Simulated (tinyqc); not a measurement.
Schottky barrier on an n-type semiconductor with a doping step, non-linear Poisson equation by Newton steps: two steps of the calculation.

One dimension, metal at x = 0, donor density C(x) = N1 for x < x1 and Nd beyond. Energies are counted from the electron Fermi level of the semiconductor and the conduction-band edge is Ec = -psi, so n = Nc exp(psi/Vt); holes follow the Fermi level of the metal, at -V, so p = Nv exp((V - psi - Eg)/Vt). Ends: psi(0) = V - phiB and psi = Vt ln(Nd/Nc) deep inside. Boltzmann statistics, full ionisation, no current, no image force in the Poisson equation.

Inputs (values chosen for the exercise); band and dielectric values close to those of gallium phosphide:
```
symbol,value,unit,meaning
T,293,K,temperature
Eg,2.22,eV,band gap
eps_r,11.2,,relative permittivity
Nc,1.73e19,cm^-3,conduction-band density of states at T
Nv,1.83e19,cm^-3,valence-band density of states at T
Nd,2.2e17,cm^-3,donor density deep in the semiconductor
phiB,1.1,eV,barrier height
V,0.19,V,bias of the metal against the semiconductor
```

Constants: q = 1.602176634e-19 C, kB = 1.380649e-23 J/K, Vt = kB T/q, eps0 = 8.8541878128e-14 F/cm where lengths are in cm. Results are converted to the units shown.

Problem 1. End potentials, built-in voltage, Debye length. psi_0 = V - phiB, psi_b = Vt ln(Nd/Nc), Vbi = phiB - Vt ln(Nc/Nd), LD = sqrt(eps0 eps_r Vt/(q Nd)), W = sqrt(2 eps0 eps_r (Vbi - V)/(q Nd)), hole density at the metal p_0 = Nv exp((phiB - Eg)/Vt).

Give: psi_0; psi_b; Vbi; LD; W for uniform Nd; p_0.

Solution 1.

psi_0 = -0.91000 V
psi_b = -0.11021 V
Vbi = 0.98979 V
LD = 8.4282 nm
W for uniform Nd = 67.084 nm
p_0 = 0.99488 cm^-3

The hole density at the metal is 4.5e-18 times Nd, so holes hardly matter.

Problem 2. Newton step. Solve the tridiagonal system a_(i-1) d_(i-1) + b_i d_i + a_i d_(i+1) = -F_i for nodes 1 to 11, with d = 0 on fixed nodes. If the largest |d| exceeds 4 Vt, the whole step is scaled down so that it equals 4 Vt.

```
interval,coupling a_i (F/cm^2)
0,1.6527817e-6
1,1.3773181e-6
2,1.1268966e-6
3,9.4444670e-7
4,7.8084176e-7
5,6.4394093e-7
6,5.3603732e-7
7,4.5281691e-7
8,3.6728483e-7
9,3.0050577e-7
10,2.5427411e-7
11,2.1099341e-7
```

```
node,diagonal b (F/cm^2),residual F (C/cm^2)
1,-3.0300998e-6,-2.0937244e-8
2,-2.5042147e-6,-2.5378478e-8
3,-2.0713442e-6,-3.0612810e-8
4,-1.7256458e-6,-3.6807815e-8
5,-1.4921669e-6,-4.6272321e-8
6,-2.9400603e-6,-8.4456502e-8
7,-3.8088206e-6,-6.8086127e-8
8,-4.2333779e-6,~0
9,-4.8558595e-6,~0
10,-5.5804626e-6,~0
11,-6.4681663e-6,~0
```

```
node,psi at the start (V)
0,-0.91000000
1,-0.77333132
2,-0.62621940
3,-0.47143893
4,-0.32277265
5,-0.19532066
6,-0.11767914
7,-0.11020677
8,-0.11020677
9,-0.11020677
10,-0.11020677
11,-0.11020677
12,-0.11020677
```

Give: Newton step d, before damping; psi after iteration 1.

Solution 2.

```
node,"Newton step d, before damping (V)"
1,-0.0577
2,-0.1117
3,-0.1553
4,-0.1748
5,-0.1514
6,-0.0669
7,-0.0276
8,-0.0030
9,-0.0002
10,0.0000
11,0.0000
```

```
node,psi after iteration 1 (V)
0,-0.9100
1,-0.8067
2,-0.6908
3,-0.5612
4,-0.4238
5,-0.2828
6,-0.1563
7,-0.1262
8,-0.1119
9,-0.1103
10,-0.1102
11,-0.1102
12,-0.1102
```

tinyqc, about 0.08 s, one thread, Intel Xeon 2.30GHz (shared host): `OMP_NUM_THREADS=1 python tinyqc.py 2020092 2020093 out.jsonl`

~0 in a residual or rate marks an entry under 1e-11 of the largest of its column.
